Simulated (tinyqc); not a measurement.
# Quantum point contact as a saddle point: what changes with what

Potential V0 - m wx^2 x^2/2 + m wy^2 y^2/2; energies are counted from V0. Mode n = 0, 1, ... transmits T_n(E) = 1/(1 + exp(-2 pi (E - E_n)/wx)), E_n = wy (n + 1/2); each mode carries 2 q^2/h.

Parameters, values chosen for the exercise: temperature T = 2.5 K; transverse quantum hbar wy wy = 3.1 meV; curvature of the barrier hbar wx wx = 3 meV.

Constants: q = 1.602176634e-19 C, kB = 1.380649e-23 J/K, Vt = kB T/q. Results are converted to the units shown.

Each table varies one quantity; the others keep the values above.

## Plateau quality against the barrier curvature

g(T) = int g(E) (-df/dE) dE = int g(mu + x kB T) dx/(4 cosh^2(x/2)), g(E) the zero-temperature value at E, g = G/(2 q^2/h).

Plateau quality against the barrier curvature:
```
wx (meV)	slope wy dg/dmu at mu = wy	slope at mu = 1.5 wy	g at mu = wy
0.46	0.02624	3.319	1.000
1.11	0.07133	2.627	1.000
1.75	0.2099	2.082	1.000
2.39	0.4069	1.701	1.000
3.03	0.5929	1.444	1.000
3.68	0.7371	1.273	1.000
4.32	0.8322	1.165	1.001
4.96	0.8900	1.097	1.003
```

What does the table show?

The slope on the first plateau rises from 0.0262 to 0.890 and the slope on the second riser falls from 3.32 to 1.10; a slope of 1 everywhere means no steps at all. The plateau slope passes 0.5 at wx = 3.03 meV among the rows.

## Conductance steps

Same model as above.

Results:
```
mu (meV)	g at T = 0	g(T)	dg/dmu (1/meV)
0	0.03752	0.04973	0.09446
0.66	0.1345	0.1600	0.2573
1.33	0.3878	0.4014	0.4457
1.99	0.7192	0.6980	0.4071
2.66	0.9262	0.9105	0.2331
3.32	1.034	1.042	0.2002
3.99	1.195	1.219	0.3491
4.65	1.500	1.500	0.4690
5.31	1.805	1.781	0.3491
5.98	1.966	1.958	0.2004
6.64	2.074	2.090	0.2336
7.31	2.281	2.303	0.4089
8.64	2.875	2.854	0.2847
9.3	3.000	3.000	0.1889
```

Estimate the missing row, mu = 7.97 meV.

Computed row:
```
mu (meV)	g at T = 0	g(T)	dg/dmu (1/meV)
7.97	2.615	2.602	0.4528
```

With this row back in the table: g rises from 0.0497 to 3.00. The slope is smallest, 0.189 per meV, at mu = 9.3 meV (g = 3.00) and largest, 0.469, at 4.65 meV among the rows after the first. A riser is wx/(2 pi) = 0.477 meV wide by tunnelling and kB T = 0.215 meV by heat, against the spacing wy = 3.1 meV.

Program tinyqc, `OMP_NUM_THREADS=1 python tinyqc.py 2740030 2740031 out.jsonl`; Intel Xeon 2.30GHz, shared host, one thread, about 0.04 s.
